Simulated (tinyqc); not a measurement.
Inside a calculation. Model: free and trapped electrons in a MOS channel with a dense trap tail.

Computed by the program tinyqc: `OMP_NUM_THREADS=1 python tinyqc.py 2222240 2222241 out.jsonl`, one thread of a shared Intel Xeon 2.30GHz, about 0.02 s for the whole run. Printed values are rounded.

p-type body, charge-sheet picture, full ionisation (an idealisation for deep acceptors), Boltzmann statistics for free electrons. e = Ec - EF at the surface. Acceptor-like traps of density D(E) = D0 + De exp(-E/Ew) at depth E below Ec, from 0 to Eu, hold n_t = integral of D(E)/(1 + exp((e - E)/Vt)). psi = Eg - Vt ln(Nv/Na) - e; N_dep = sqrt(2 eps0 eps_r Na (psi - Vt)/q); n_f = sqrt(N_dep^2 + 2 eps0 eps_r Vt Nc exp(-e/Vt)/q) - N_dep; Vg = Vfb + psi + q (N_dep + n_t + n_f)/Cox, Cox = eps0 eox/tox.

Inputs (values chosen for the exercise); band and dielectric values close to those of gallium nitride:
```
symbol,value,unit,meaning
T,300,K,temperature
Eg,3.41,eV,band gap
eps_r,9.35,,relative permittivity
Nc,2.32e18,cm^-3,conduction-band density of states at T
Nv,4.62e19,cm^-3,valence-band density of states at T
eox,3.9,,relative permittivity of the insulator
tox,35,nm,insulator thickness
Na,8.5e16,cm^-3,acceptor density
Vfb,-2.66,V,flat-band voltage without trapped charge
D0,1.6e11,cm^-2 eV^-1,constant background density of acceptor-like traps
De,3.9e13,cm^-2 eV^-1,density of the tail at the conduction edge
Ew,0.07,eV,decay energy of the tail
Eu,0.56,eV,depth below Ec down to which the traps reach
mf,160,cm^2/(V s),mobility of free electrons
e,0.018,eV,Ec - EF at the surface
```

Constants: q = 1.602176634e-19 C, kB = 1.380649e-23 J/K, Vt = kB T/q, eps0 = 8.8541878128e-14 F/cm where lengths are in cm. Results are converted to the units shown.

Range of the model: EF lies less than 2 Vt below the band edge, or above it, where degeneracy and confinement, left out, matter.

## Trapped charge

Trapezoid rule on 14 equal steps from 0 to Eu, f = 1/(1 + exp((e - E)/Vt)).

```
point  E (eV)  D(E) f (cm^-2 eV^-1)
0           0           1.302616e13
1        0.04           1.554603e13
2        0.08           1.154793e13
3        0.12           7.047299e12
4        0.16           4.109439e12
5         0.2           2.397772e12
6        0.24           1.424631e12
7        0.28           8.742752e11
8        0.32           5.633790e11
9        0.36           3.877974e11
10        0.4           2.886416e11
11       0.44           2.326463e11
12       0.48           2.010247e11
13       0.52           1.831674e11
14       0.56           1.730830e11
```

n_t = 2.056146e12 cm^-2

With 1600 steps n_t = 2.077e12 cm^-2; the coarse value is 1.0 % below it.

## Charges and gate voltage

psi, N_dep, n_f and Vg as defined, with the n_t given; free share n_f/(n_f + n_t); apparent mobility mf n_f/(n_f + n_t); gate voltage spent on traps q n_t/Cox.

psi = 3.229182 V
N_dep = 1.677453e12 cm^-2
n_f = 8.968862e10 cm^-2
Vg = 6.777902 V
free share = 4.179661 %
apparent mobility = 6.687457 cm^2/(V s)
gate voltage spent on traps = 3.339021 V
